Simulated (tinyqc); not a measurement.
RKS/LDA (VWN5) in the 6-31g basis, for H2, spin multiplicity 1, step by step. One step of it, computed by the program tinyqc.

Question. Orthogonalisation. S = U s U^T; canonical form X = U s^(-1/2), so that X^T S X = 1. Each column of U has its largest component positive (the first on a tie).

overlap S:
```
          1H 1s     1H 2s     2H 1s     2H 2s
1H 1s  1.000000  0.658292  0.481621  0.519214
1H 2s  0.658292  1.000000  0.519214  0.864527
2H 1s  0.481621  0.519214  1.000000  0.658292
2H 2s  0.519214  0.864527  0.658292  1.000000
```

Give: eigenvalues of S; X.

Answer.

eigenvalues of S: 0.090  0.480  0.564  2.866

X:
```
            1       2       3      4
1H 1s  -0.727   0.777   0.896  0.271
1H 2s   2.238  -0.661   0.291  0.318
2H 1s   0.727   0.777  -0.896  0.271
2H 2s  -2.238  -0.661  -0.291  0.318
```
